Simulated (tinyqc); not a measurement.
Three voltage laws: time-dependent dielectric breakdown: cell percolation, Weibull statistics, area scaling and voltage extrapolation. Computed by tinyqc, a small Python program. Command: `OMP_NUM_THREADS=1 python tinyqc.py 3012839 3012840 out.jsonl tddb walk`. One thread of a shared host (Intel(R) Xeon(R) Processor @ 2.30GHz), about 0.01 s of CPU time with the checks.

The oxide is divided into columns of area a^2, each holding m = t_ox/a cells (m is taken as continuous). A share lambda(t) = (t/t_1)^alpha of the cells is defective, and a column whose cells are all defective breaks down.

Inputs (values chosen for the exercise, for a model gate oxide):
```
quantity,value,unit
oxide thickness t_ox,1.2,nm
defect cell size a,0.94,nm
exponent alpha of defect growth,0.9,-
time t_1 at which the occupied share would reach 1,1.9e+12,s
test area A,400,um^2
product area A_u,2e+06,um^2
stress voltage V,2.06,V
use voltage V_u,1.1,V
local exponent n = -d ln t/d ln V at the stress voltage,44,-
activation energy E_a,0.73,eV
stress temperature T,175,C
use temperature T_u,100,C
allowed failure fraction F,0.001,-
```

Voltage law used: 1/E.

Constants: k_B = 8.617333262e-05 eV/K.

Method:
- Failure fraction F = 1 - (1 - lambda^m)^N with N = A/a^2 columns, which for small lambda^m is 1 - exp(-(t/t63)^beta) with beta = alpha m and t63 = t_1 N^(-1/beta); critical share lambda(t63) = N^(-1/m). 1 um^2 = 1e6 nm^2.
- All three voltage laws share the slope n at the stress voltage. Factor t(V_u)/t(V): E law exp(n (1 - V_u/V)); 1/E law exp(n (V/V_u - 1)); power law (V/V_u)^n.
- Temperatures in kelvin are T(C) + 273.15.
- Temperature factor exp[(E_a/k_B)(1/T_u - 1/T)]; area factor (A/A_u)^(1/beta); percentile factor (-ln(1 - F))^(1/beta); life = t63 x all four; 1 year = 3.15576e7 s.
- Life = t63 x voltage, temperature, area and percentile factors, the last three as above.

projected life = 5.52617e+09 years

voltage factor = 4.75235e+16

Log10 of the life in years:
```
V_u/V,V_u (V),E law,1/E law,power law
1.00,2.060,-6.9345,-6.934,-6.934
0.95,1.957,-5.9790,-5.929,-5.954
0.90,1.854,-5.0236,-4.811,-4.921
0.80,1.648,-3.1127,-2.157,-2.670
0.70,1.442,-1.2018,1.255,-0.119
0.60,1.236,0.7091,5.805,2.827
0.50,1.030,2.6200,12.174,6.311
0.40,0.824,4.5309,21.729,10.575
```

What does the comparison show, and why?

At V_u/V = 0.9 the laws differ by 0.21 decades at most, and at 0.5 by 9.6. The E law is the most cautious and the 1/E law the most hopeful. Ten years are reached at V_u/V = 0.585 (E), 0.707 (1/E), 0.660 (power). Caution: t_1 is an input here; in a real oxide it changes with thickness at fixed voltage. Caution: a voltage factor of more than nine decades rests wholly on the chosen law and cannot be tested. Caution: the rows at low voltage extrapolate over many decades and cannot be tested.
